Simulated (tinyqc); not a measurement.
# Signal and retention of a DRAM cell: effect of temperature

A stored one starts at Vd and leaks: Cs dV/dt = -I(V), I = a sqrt((V + Vb)/(Vd + Vb)) + b, with a = Ig exp[-(Eg1 q/kB)(1/T - 1/T0)] (generation in a depletion layer) and b = Is exp[-(Es q/kB)(1/T - 1/T0)]. The bit line is precharged to Vd/2, and charge sharing gives the signal (V - Vd/2) Cs/(Cs + Cb).

The cell fails below Vc = Vd/2 + dm (Cs + Cb)/Cs. With s = sqrt((Vc + Vb)/(Vd + Vb)), the time from Vd to Vc is t = [2 Cs (Vd + Vb)/a] [1 - s - (b/a) ln((a + b)/(a s + b))]. This time is the median of a log-normal spread: failing cells = Nc erfc(z/sqrt 2)/2, z = ln(t/tr)/sg.

Inputs (values chosen for the exercise):
- Vd = 1.3 V (array voltage)
- Cs = 12 fF (cell capacitance)
- Cb = 64 fF (bit-line capacitance)
- dm = 37 mV (smallest signal that the sense amplifier resolves)
- Vb = 1.42 V (built-in plus back-bias voltage of the storage junction)
- Ig = 2.8 fA (junction leakage at V = Vd and T0)
- Is = 0.13 fA (voltage-independent leakage at the reference temperature0)
- Es = 0.38 eV (activation energy of Is)
- T0 = 358 K (reference temperature)
- sg = 0.58 (deviation of ln(retention time) over the cells)
- Nc = 8.59e9 (cells)
- tr = 64 ms (refresh interval)
- Eg1 = 0.65 eV (activation energy of Ig)

Constants: q = 1.602176634e-19 C, kB = 1.380649e-23 J/K. Results are converted to the units shown.

Result of one run:
```
T (K)  a (fA)  b (fA)  retention time (s)  failing cells
368     4.964  0.1817               1.008           8595
```

What becomes of these results when the temperature T is changed from 368 to 378 K, all else the same?

Result of the changed run:
```
T (K)  a (fA)  b (fA)  retention time (s)  failing cells
378     8.537  0.2495              0.5905        5.477e5
```

The whole series:
```
T (K)   a (fA)   b (fA)  retention time (s)  failing cells
298    0.04025  0.01089               100.7      2.844e-27
318     0.1978  0.02761               22.93      1.572e-14
338     0.8048  0.06272               5.970       2.271e-5
358      2.800   0.1300               1.770          44.81
368      4.964   0.1817               1.008           8595
378      8.537   0.2495              0.5905        5.477e5
398      23.27   0.4483              0.2188        1.461e8
```

The retention time falls from 101 to 0.219 s, halving every 14.0 K at the hot end. Its apparent activation energy goes from 0.604 to 0.643 eV, between Es = 0.38 and Eg1 = 0.65 eV, as the share of a in the leakage grows from 78.7 to 98.1 %.

Range of the model: Real arrays also hold a tail of unusually leaky cells and cells whose retention varies in time, which this model lacks.

Numbers from tinyqc (`OMP_NUM_THREADS=1 python tinyqc.py 2130013 2130014 out.jsonl`; about 0.01 s on one thread of a shared Intel Xeon 2.30GHz).
